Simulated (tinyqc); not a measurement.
Inside a calculation. Method: tight binding, kagome lattice. One step of it, computed by the program tinyqc.

Problem. Levels at K. Diagonalise the Hermitian matrix.

H(k) at K (eV):
```
                     A                    B                    C
A             0.000000  -0.280000+0.484974i  -0.280000-0.484974i
B  -0.280000-0.484974i             0.000000  -0.280000+0.484974i
C  -0.280000+0.484974i  -0.280000-0.484974i             0.000000
```

Give: eigenvalues.

Solution.

eigenvalues (eV): -0.5600  -0.5600  1.1200
